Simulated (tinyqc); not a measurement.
# Dopants and charged point defects at anneal temperature: Fermi-level effect, clustering and pairing, step by step

A worked calculation. Computed by tinyqc, a small Python program that keeps every step. Command: `OMP_NUM_THREADS=1 python tinyqc.py 3020178 3020179 out.jsonl pairing walk`. One thread of a shared host (Intel(R) Xeon(R) Processor @ 2.30GHz), about 0.03 s of CPU time with the checks. Intermediate numbers are printed to about 6 digits and carried at full precision; extremes and crossings named in words are read from the listed rows.

Boltzmann statistics and full ionisation of active dopants. Energies are counted from the valence band; the defect (a vacancy or self-interstitial) has five charge states, with all degeneracy factors one.

Inputs (values chosen for the exercise, with bands modelled on GaAs):
```
quantity,value,unit
gap at 0 K E_g0,1.51,eV
Varshni alpha,0.000531,eV/K
Varshni beta,198,K
electron mass m_e,0.069,m_0
valleys M_c,1,-
hole mass m_h,0.539,m_0
anneal temperature T,1070,K
total dopant density N,1.7e+20,cm^-3
formation enthalpy of the neutral defect H_f,3.34,eV
formation entropy S_f,5.5,k_B
site density N_s,3e+22,cm^-3
intrinsic dopant diffusivity D_i,1.3e-13,cm^2/s
anneal time t,2000,s
dopant atoms per cluster k,2,-
cluster binding energy E_b,0.991,eV
```

Dopant: donor. Second part: clustering of the dopant.

defect levels as fractions of E_g(T): (2+/+), (+/0), (0/-), (-/2-): [0.076, 0.26, 0.47, 0.61]

Constants: m_0 = 9.1093837015e-31 kg; k_B = 1.380649e-23 J/K; h = 6.62607015e-34 J s; k_B = 8.617333262e-05 eV/K.

## The host at the anneal temperature

E_g = E_g0 - alpha T^2/(T + beta). N_c = 2 M_c (2 pi m_e k_B T/h^2)^(3/2) and N_v = 2 (2 pi m_h k_B T/h^2)^(3/2), masses in units of m_0. n_i = sqrt(N_c N_v) exp(-E_g/2 k_B T); E_i = E_g/2 + (k_B T/2) ln(N_v/N_c).

E_g = 1.03055 eV

k_B T = 0.0922055 eV

n_i = 5.35562e+16 cm^-3

E_i = 0.657429 eV

effective density of states N_b of the majority band = 3.06365e+18 cm^-3

## Active and clustered dopant

n = A/2 + sqrt(A^2/4 + n_i^2) for an active density A. k ionised dopants and k carriers form one neutral cluster: C = N_s (A/N_s)^k (n/N_b)^k exp(E_b/k_B T), N_b the effective density of states of the majority band, and N = A + k C (60 bisections in ln A between ln N - 90 and ln N).

active density A = 4.72872e+18 cm^-3

clusters C = 8.26356e+19 cm^-3

active share = 0.0278160

97 % of the dopant is lost to clusters.

## Carrier density and Fermi level

chi = n/n_i (for acceptors n_i/p); E_F = E_i + k_B T ln chi; field enhancement h = 1 + A/sqrt(A^2 + 4 n_i^2).

n = 4.72932e+18 cm^-3

chi = 88.3058

E_F = 1.07058 eV

field enhancement h = 1.99974

The doping is 88.3 n_i: extrinsic conditions. Caution: the carrier density exceeds the effective density of states, where Boltzmann statistics understate the shift of E_F and so the density of charged defects (gap narrowing, also left out, works the other way).

## Charged defects

C_0 = N_s exp(S_f/k_B) exp(-H_f/k_B T). Ratios to the neutral state at E_F = E_i: r_+ = exp((E(+/0) - E_i)/k_B T), r_2+ = r_+ exp((E(2+/+) - E_i)/k_B T), r_- = exp((E_i - E(0/-))/k_B T), r_2- = r_- exp((E_i - E(-/2-))/k_B T); at other E_F state q scales as chi^(-q). The enhancement is sum r_q chi^(-q)/sum r_q. The charge on the defects is left out of neutrality.

neutral defects C_0 = 1.36175e+09 cm^-3

Charge states:
```
state,ratio r,intrinsic (cm^-3),doped (cm^-3)
2+,2.74066e-05,3.73209e+04,4.78601e+00
+,1.46384e-02,1.99338e+07,2.25736e+05
0,1.00000e+00,1.36175e+09,1.36175e+09
-,6.53392e+00,8.89755e+09,7.85706e+11
2-,8.92878e+00,1.21587e+10,9.48128e+13
```

all defects, doped = 9.55999e+13 cm^-3

enhancement over intrinsic = 4260.62

mean charge = -1.99175 e

Doping leaves the neutral state alone and multiplies the total by 4260; the most common state is 2- (in intrinsic material 2-).

## Dopant diffusivity

If every charge state of the defect carries the dopant equally well, D = D_i x enhancement x h x (active share A/N, a rough stand-in that overstates the dA/dN which immobile clusters call for), D_i being an input held fixed when T or H_f is moved; diffusion length 2 sqrt(D t).

effective diffusivity D = 3.08095e-11 cm^2/s

D/D_i = 236.996

diffusion length = 4964.64 nm

## Against doping

chi = n/n_i; h = 1 + A/sqrt(A^2 + 4 n_i^2); the dopant diffusivity over its intrinsic value is D/D_i = enhancement x h x A/N, if every charge state carries the dopant equally well.

Trend at the anneal temperature:
```
N (cm^-3),active A (cm^-3),chi,defect enhancement,mean charge,D/D_i
1.60e+15,1.60000e+15,1.015,1.02239e+00,-1.48501,1.03766e+00
7.40e+15,7.39994e+15,1.071,1.10850e+00,-1.50496,1.18489e+00
3.40e+16,3.39980e+16,1.367,1.61521e+00,-1.58815,2.10373e+00
1.60e+17,1.59739e+17,3.287,7.21858e+00,-1.80251,1.31925e+01
7.40e+17,6.71827e+17,12.624,9.14175e+01,-1.94391,1.64956e+02
3.40e+18,1.53946e+18,28.780,4.60293e+02,-1.97494,4.16323e+02
1.60e+19,2.52636e+18,47.193,1.22566e+03,-1.98463,3.86884e+02
7.30e+19,3.80364e+18,71.036,2.76259e+03,-1.98976,2.87831e+02
3.40e+20,5.63970e+18,105.314,6.05182e+03,-1.99308,2.00749e+02
```

Well below n_i = 5.36e16 cm^-3 chi and the enhancement are near 1. At any doping d ln(enhancement)/d ln chi equals minus the mean charge, which goes from -1.49 to -1.99 over the rows. Clustering bends A over: its exponent in N falls to 0.26, towards 1/(2k) = 0.250, and D/D_i peaks at N = 3.4e18 cm^-3. Rows with carriers above N_b lie beyond Boltzmann statistics.

## Activation against anneal temperature

The formulas are those given above.

Equilibrium activation:
```
T (K),n_i (cm^-3),active A (cm^-3),clusters C (cm^-3),active share
640,7.89830e+13,5.32189e+17,8.47339e+19,0.0031305
750,8.11945e+14,1.15735e+18,8.44213e+19,0.0068079
860,4.74962e+15,2.09112e+18,8.39544e+19,0.0123007
960,1.70147e+16,3.21154e+18,8.33942e+19,0.0188914
1070,5.35562e+16,4.72872e+18,8.26356e+19,0.0278160
1180,1.38273e+17,6.51847e+18,8.17408e+19,0.0383440
1280,2.87515e+17,8.35456e+18,8.08227e+19,0.0491445
```

The active share goes from 0.00313 at 640 K to 0.0491 at 1280 K, so a layer activated by a hot, short anneal is metastable and deactivates in later, cooler steps if the dopant can move. Over the first three rows, where most dopant is clustered, a fit of ln A rises with slope 0.295 eV against -1/k_B T, near E_b/(2k) = 0.248 eV plus 0.75 k_B T.

Checks made by the program: conservation of the dopant (relative difference below 1e-10); ratios against Boltzmann factors of formation energies at E_F (relative difference below 1e-10).
